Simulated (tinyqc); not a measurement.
# Short-channel transistor, virtual-source model with series resistance: what changes with what

The current per gate width is the charge at the top of the source barrier (the virtual source) times its velocity times a saturation function; al and be are fitting constants of the model. Units: I in uA/um, Rs in ohm um, so I Rs = 1e-6 I Rs in volts; Q in uC/cm^2, so I = 1e-4 Q vx0 Fsat with vx0 in cm/s.

Parameters, values chosen for the exercise: temperature T = 300 K; inversion capacitance Cinv = 1.56 uF/cm^2; velocity at the virtual source vx0 = 1.73e7 cm/s; apparent mobility mu = 80 cm^2/(V s); channel length L = 45 nm; threshold at zero drain voltage VT0 = 0.366 V; drain-induced barrier lowering dl = 0.188 V/V; subthreshold factor n0 = 1.36; growth of n with drain voltage nd = 0 1/V; threshold shift (in units of Vt) from weak to strong inversion al = 3.5; sharpness of saturation be = 2; series resistance of each contact Rs = 200 ohm um.

Constants: q = 1.602176634e-19 C, kB = 1.380649e-23 J/K, Vt = kB T/q. Results are converted to the units shown.

Each table varies one quantity; the others keep the values above.

## Supply voltage at a fixed off current

Intrinsic voltages Vg' = Vgs - I Rs, Vd' = Vds - 2 I Rs. n = n0 + nd Vd', VT = VT0 - dl Vd', Ff = 1/(1 + exp((Vg' - VT + al Vt/2)/(al Vt))), Q = Cinv n Vt ln(1 + exp((Vg' - VT + al Vt Ff)/(n Vt))), Vdsat = (vx0 L/mu)(1 - Ff) + Vt Ff, Fsat = u/(1 + u^be)^(1/be) with u = Vd'/Vdsat, and I = Q vx0 Fsat per width. I is solved self-consistently. For each supply Vdd, VT0 is set so that I(Vgs = 0, Vds = Vdd) = 1 nA/um; Ion = I(Vdd, Vdd); C = Cinv L + 0.8 fF/um of parasitic capacitance; delay C Vdd/Ion, energy C Vdd^2.

Results:
```
Vdd (V)  VT0 (V)  Ion (uA/um)  delay (ps)  energy (fJ/um)
0.4       0.5679        19.35       31.05          0.2403
0.5       0.5867        66.88       11.23          0.3755
0.7       0.6243        236.2       4.452          0.7360
0.8       0.6431        343.2       3.501          0.9613
0.9       0.6620        460.3       2.937           1.217
1         0.6808        584.7       2.569           1.502
1.1       0.6996        714.6       2.312           1.817
```

Estimate the missing row, Vdd = 0.6 V.

Computed row:
```
Vdd (V)  VT0 (V)  Ion (uA/um)  delay (ps)  energy (fJ/um)
0.6       0.6055        142.4       6.329          0.5407
```

With this row back in the table: The VT0 needed rises from 0.568 to 0.700 V and Ion rises from 19.3 to 715 uA/um. The delay falls from 31.1 to 2.31 ps, while the energy grows as Vdd^2. Going from 0.4 to 0.5 V changes the delay by -64 %, going from 1 to 1.1 V by -10 %.

## Effect of the channel length on the on and off currents

Same model as above.

Ion is I at Vgs = Vds = 0.6 V, Ioff at Vgs = 0, Vds = 0.6 V, and Rlin = Vds/I at Vgs = 0.6 V, Vds = 0.05 V. mu, vx0, VT0, dl and n0 are held fixed.

Results:
```
L (nm)  Ion (uA/um)  Ioff (nA/um)  log10(Ion/Ioff)  Rlin (ohm um)
10           508.58        724.77           2.8462         736.90
15           475.79        723.83           2.8178         897.18
24           418.03        721.66           2.7629         1182.4
36           354.99        717.84           2.6942         1559.9
55           284.29        709.78           2.6026         2155.0
130          157.70        658.91           2.3790         4495.8
200          111.24        596.91           2.2704         6677.9
```

Estimate the missing row, L = 85 nm.

Computed row:
```
L (nm)  Ion (uA/um)  Ioff (nA/um)  log10(Ion/Ioff)  Rlin (ohm um)
85           215.39        692.57           2.4928         3092.0
```

With this row back in the table: As L goes from 10 to 200 nm, Ion falls from 509 to 111 uA/um, Ioff falls from 725 to 597 nA/um and Rlin rises from 737 to 6680 ohm um. Ion changes by a factor of 0.219 and Ioff by 0.824. At L = 200 nm the channel is long for this model, whose fixed vx0 belongs to short devices.

## Transfer curves at low and high drain voltage

Same model as above.

Columns for Vds = 0.05 V and 0.6 V; gm = dI/dVgs at 0.6 V.

Transfer curves at low and high drain voltage:
```
Vgs (V)  I, low Vds (uA/um)  I, high Vds (uA/um)  gm (uS/um)
0                   0.03032               0.7143       18.28
0.07                 0.1503                3.889       87.41
0.15                 0.6954                18.73       309.2
0.22                  2.077                48.92       544.0
0.3                   5.475                99.29       690.8
0.38                  10.67                156.6       732.9
0.45                  15.84                208.2       738.9
0.53                  21.91                267.2       731.4
0.6                   27.14                317.8       714.6
```

At Vds = 0.6 V the current spans 2.6 decades, from 0.714 to 318 uA/um. Between the first two rows the swing is 95.1 mV a decade, against n Vt ln 10 = 81.0. At Vgs = 0 the higher drain voltage raises the current by a factor of 23.6, at Vgs = 0.6 V by 11.7. The transconductance goes from 18.3 through a maximum of 739 (at Vgs = 0.45 V among the rows listed) to 715 uS/um; Cinv vx0, its value in strong inversion and saturation without series resistance, is 2700 uS/um.

Program tinyqc, `OMP_NUM_THREADS=1 python tinyqc.py 2380120 2380121 out.jsonl`; Intel Xeon 2.30GHz, shared host, one thread, about 0.02 s.
